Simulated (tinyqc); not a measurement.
Changing the anneal time t: kinetics of strain relaxation and threading dislocations in mismatched semiconductor layers. Computed by tinyqc, a small Python program. Command: `OMP_NUM_THREADS=1 python tinyqc.py 3014630 3014631 out.jsonl threading sweep`. One thread of a shared host (Intel(R) Xeon(R) Processor @ 2.30GHz), about 0.01 s of CPU time with the checks.

60-degree dislocations on {111} planes of a (001) layer, isotropic elasticity. The Schmid factor is 1/sqrt(6), and a misfit segment relieves strain with b/2.

Inputs (values chosen for the exercise, modelled on GaAs on Si):

| quantity | value | unit |
|---|---|---|
| misfit f | 0.039 | - |
| shear modulus G | 48.4 | GPa |
| Poisson ratio nu | 0.31 | - |
| Burgers vector b | 4 | angstrom |
| glide activation energy Q | 1.39 | eV |
| velocity prefactor v0 | 12000 | m/s per MPa |
| layer thickness h | 59 | nm |
| anneal temperature T | 564 | K |
| initial thread density rho_0 | 7.4e+06 | 1/cm^2 |
| multiplication constant delta | 80000 | 1/m |

Sources: multiplication.

Constants: k_B = 8.617333262e-05 eV/K.

Method:
- Excess resolved stress tau = (1/sqrt 6) [2 G (1 + nu)/(1 - nu)] (e - e_eq), e_eq = b (1 - nu/4) [ln(h/b) + 1]/(4 pi (1 + nu) h), the Matthews-Blakeslee strain of an uncapped layer; glide velocity v = v0 tau exp(-Q/(k_B T)), tau in MPa.
- Threads run in two directions, so de/dt = -(b/4) rho v, and they multiply as d rho/dt = delta rho v. With x = e - e_eq, x0 = f - e_eq (fully strained at t = 0) and v = m S x (m the mobility, S x = tau): rho = rho_0 + (4 delta/b)(x0 - x), so dx/dt = -k x (a - x), k = delta m S, a = x0 + b rho_0/(4 delta): a logistic law, x = a/[1 + (a/x0 - 1) exp(k a t)].
- The half time is that at which x = x0/2.

One run for each value:

| anneal time t (s) | share of the excess strain relieved (%) | strain left e | thread density (1/cm^2) |
|---|---|---|---|
| 0.30 | 8.848e-02 | 0.03897 | 9.999e+06 |
| 0.52 | 1.725e-01 | 0.03894 | 1.247e+07 |
| 0.92 | 3.815e-01 | 0.03886 | 1.861e+07 |
| 1.60 | 9.961e-01 | 0.03863 | 3.666e+07 |
| 2.80 | 3.805e+00 | 0.03760 | 1.192e+08 |
| 5.00 | 2.767e+01 | 0.02884 | 8.204e+08 |
| 8.80 | 9.464e+01 | 0.00425 | 2.788e+09 |
| 15.00 | 9.999e+01 | 0.00228 | 2.945e+09 |
| 27.00 | 1.000e+02 | 0.00228 | 2.945e+09 |
| 48.00 | 1.000e+02 | 0.00228 | 2.945e+09 |

What does the table show, and why?

Over the rows, share of the excess strain relieved (%) rises from 0.0885 to 100; strain left e falls from 0.0390 to 0.00228; thread density (1/cm^2) rises from 1.00e7 to 2.95e9. The curve is S-shaped: slow while threads breed, fast when both stress and density are high, slow again as the stress runs out.

Caution (all rows): at stresses above about 1 GPa the linear velocity law understates glide, as stress lowers the kink barrier. Caution (all rows): at such misfit the layer islands and relaxes during the first nanometres, so a uniform strained start is an idealisation. Caution (rows 5.00, 8.80, 15.0, 27.0, 48.0): blocking of threads by crossing misfit lines, left out here, leaves real layers with more strain.

Extremes, crossings and ranges named in words are read from the listed rows.
